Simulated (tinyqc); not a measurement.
Six-band hole subbands of a thin body in a field: one step. Confinement masses without spin-orbit coupling. Three cases, with inputs chosen for the exercise.

Problem. C(n n^T)/c has C_XX = (g1 + 4 g2) nx^2 + (g1 - 2 g2)(ny^2 + nz^2) and C_XY = 6 g3 nx ny, n the unit normal; its eigenvalues are the inverse masses along n.

Case 1.

Values chosen (near those of a p-type Si channel; not measured data): g1 = 4.28 (Luttinger gamma1); g2 = 0.34 (gamma2); g3 = 1.44 (gamma3); face = 110 (surface).

Case 2.

Values chosen (near those of a p-type Si channel; not measured data): g1 = 4.28 (Luttinger gamma1); g2 = 0.34 (gamma2); g3 = 1.45 (gamma3); face = 110 (surface).

Case 3.

Values chosen (near those of a p-type Ge channel; not measured data): g1 = 13.35 (Luttinger gamma1); g2 = 4.25 (gamma2); g3 = 5.68 (gamma3); face = 001 (surface).

Give: C(n n^T)/c; masses.

Solution.

Case 1.

C(n n^T)/c, lower triangle:
```
        X       Y       Z
X  4.6200
Y  4.3200  4.6200
Z       0       0  3.6000
```

masses (m0): 3.3333  0.2778  0.1119

The heaviest mass, 3.33, comes from a near cancellation among the gammas, so a few per cent in them move it strongly.

Case 2.

C(n n^T)/c, lower triangle:
```
        X       Y       Z
X  4.6200
Y  4.3500  4.6200
Z       0       0  3.6000
```

masses (m0): 3.7037  0.2778  0.1115

The heaviest mass, 3.70, comes from a near cancellation among the gammas, so a few per cent in them move it strongly.

Case 3.

C(n n^T)/c, lower triangle:
```
        X       Y        Z
X  4.8500
Y       0  4.8500
Z       0       0  30.3500
```

masses (m0): 0.2062  0.2062  0.0329

Computed by tinyqc, one run a case: `OMP_NUM_THREADS=1 python tinyqc.py N N+1 out.jsonl` with N = 1280404, 1280735, 1280962; one thread of a shared Intel(R) Xeon(R) Processor @ 2.30GHz, about 0.4 s a run at most.
